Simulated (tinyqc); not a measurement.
# MOSFET in saturation, small-signal circuit and noise: effect of the finger width on speed and noise

Bias by the inversion coefficient IC = I/Ispec (charge-based model with velocity saturation; weak inversion below 0.1, strong above 10). Common-source circuit: gm, gds, Cgs, Cgd and Cj at the inner nodes, Rg in series with the gate; quasi-static, no source or drain resistance, no gate-body capacitance, no substrate network, no induced gate noise, so fmax is an upper estimate.

Ispec = 2 n mu Cox (W/L) Vt^2, lc = Ls/L, gms = [sqrt((lc IC + 1)^2 + 4 IC) - 1]/[2 + lc (lc IC + 1)], gm = gms Ispec/(n Vt), gds = sg gm. qs = [sqrt(1 + 4 IC) - 1]/2, Cgs = Cox W L qs (2 qs + 3)/(3 (qs + 1)^2) + Cov W, Cgd = Cov W, Cd = Cj W, Rg = Rsh (Wf/L)/(12 Nf) + Rc/W with Nf = W/Wf fingers (not rounded) contacted at both ends. fT = gm/(2 pi (Cgs + Cgd)), fmax = fT/(2 sqrt(Rg (gds + 2 pi fT Cgd))). Channel noise Sid = 4 kB T gam n gm with gam = (1/2 + (2/3) qs)/(1 + qs) + gw lc IC, qs = [sqrt(1 + 4 IC) - 1]/2, lc = Ls/L (the last term an empirical rise with velocity saturation); at the gate, white noise Sw = Sid/gm^2 + 4 kB T Rg. Number fluctuation with correlated mobility: S(f) = K/f, K = q^2 Vt lt Nt/(W L Cox^2) (1 + ac mu Cox I/gm)^2, Vt in eV with Nt per eV. Corner fc = K/Sw. IC is held fixed.

Parameters, values chosen for the exercise:
```
symbol,value,unit,meaning
T,300,K,temperature
L,65,nm,gate length
W,5,um,total gate width
Cox,1.19,uF/cm^2,gate capacitance
mu,140,cm^2/(V s),mobility
n,1.24,,slope factor
Ls,10,nm,velocity-saturation length
sg,0.057,,ratio gds/gm
Cov,0.43,fF/um,overlap and fringe capacitance per side
Cj,0.89,fF/um,drain junction capacitance
Rsh,8,ohm,sheet resistance of the gate
Rc,50,ohm um,gate contact and vertical resistance
IC,0.29,,inversion coefficient
gw,0.13,,short-channel excess of the noise factor
Nt,8.7e16,cm^-3 eV^-1,oxide trap density
lt,0.1,nm,tunnelling length into the oxide
ac,0,V s/C,Coulomb scattering coefficient
```

Constants: q = 1.602176634e-19 C, kB = 1.380649e-23 J/K, Vt = kB T/q. Results are converted to the units shown.

The same in every row: I (uA) = 6.160; fT (GHz) = 4.896.

Result of one run:
```
Wf (um)  Rg (ohm)  fmax (GHz)  sqrt(Sw) (nV/Hz^0.5)  fc (MHz)
0.25        10.13       88.88                 8.493     1.739
```

What becomes of these results when the finger width Wf is changed from 0.25 to 2 um, all else the same?

Result of the changed run:
```
Wf (um)  Rg (ohm)  fmax (GHz)  sqrt(Sw) (nV/Hz^0.5)  fc (MHz)
2           18.21       66.30                 8.501     1.736
```

The whole series:
```
Wf (um)  Rg (ohm)  fmax (GHz)  sqrt(Sw) (nV/Hz^0.5)  fc (MHz)
0.25        10.13       88.88                 8.493     1.739
0.5         10.51       87.24                 8.493     1.739
1           12.05       81.48                 8.495     1.738
2           18.21       66.30                 8.501     1.736
4           42.82       43.23                 8.525     1.726
8           141.3       23.80                 8.620     1.688
```

As Wf goes from 0.25 to 8 um, fT stays at 4.90 GHz, fmax falls from 88.9 to 23.8 GHz, the white noise rises from 8.49 to 8.62 nV/Hz^0.5 and the corner falls from 1.74 to 1.69 MHz. The finger width leaves fT alone and acts through Rg, whose sheet part goes as Wf^2. In every row fmax exceeds 4 fT, where channel resistance and substrate losses, left out here, would cap it.

Program tinyqc, `OMP_NUM_THREADS=1 python tinyqc.py 2150114 2150115 out.jsonl`; Intel Xeon 2.30GHz, shared host, one thread, about 0.01 s.
